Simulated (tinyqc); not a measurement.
Franz-Keldysh effect at a direct gap: one step. Electro-optic energy and length. Two cases, with inputs chosen for the exercise.

Task: For each hole band give mr, th and the length th/(e Fd).

Parabolic bands, vertical transitions, no excitons. For each hole band j: mr = me mj/(me + mj); joint density of states J_j(E) = (mr/c)^(3/2) sqrt(E - Eg)/(2 pi^2), both spins, c = hbar^2/2m0; averaged matrix element |e.p|^2 = m0 Ep/6; alpha_j(E) = 4 pi^2 alpha_f c Ep J_j/(3 nr E) in 1/angstrom (alpha_f the fine-structure constant, listed as alpha among the constants), times 1e8 for 1/cm.

In a field Fd (1 kV/cm = 1e-5 V/angstrom) the electro-optic energy of band j is th = (c (e Fd)^2/mr)^(1/3), and sqrt(E - Eg) in J_j is replaced by pi sqrt(th) [Ai'(b)^2 - b Ai(b)^2] with b = (Eg - E)/th; Ai is the Airy function.

Constants: hbar^2/2m0 = 3.80998211 eV angstrom^2; fine-structure constant alpha = 0.007297352564.

Give: Scales.

Case 1.

Values chosen (near those of InP; the results hold for these values, not for the real material): Eg = 1.348 eV (direct gap); me = 0.0803 m0 (electron mass); mhh = 0.613 m0 (heavy-hole mass); mlh = 0.0882 m0 (light-hole mass); Ep = 20.9 eV (Kane energy); nr = 3.35 (refractive index); Fd = 92 kV/cm (uniform field).

Result:

Scales:
```
hole,mr (m0),th (meV),length (angstrom)
heavy,0.07100,35.679,38.8
light,0.04203,42.492,46.2
```

The light-hole pair has th larger by a factor 1.191, the cube root of the ratio of reduced masses.

Case 2.

Values chosen (near those of GaAs; the results hold for these values, not for the real material): Eg = 1.422 eV (direct gap); me = 0.0676 m0 (electron mass); mhh = 0.478 m0 (heavy-hole mass); mlh = 0.0814 m0 (light-hole mass); Ep = 26.5 eV (Kane energy); nr = 3.58 (refractive index); Fd = 58 kV/cm (uniform field).

Result:

Scales:
```
hole,mr (m0),th (meV),length (angstrom)
heavy,0.05922,27.867,48.0
light,0.03693,32.619,56.2
```

The light-hole pair has th larger by a factor 1.171, the cube root of the ratio of reduced masses.

Computed by tinyqc, one run a case: `OMP_NUM_THREADS=1 python tinyqc.py N N+1 out.jsonl` with N = 1680547, 1680801; one thread of a shared Intel(R) Xeon(R) Processor @ 2.30GHz, about 0.01 s a run at most.
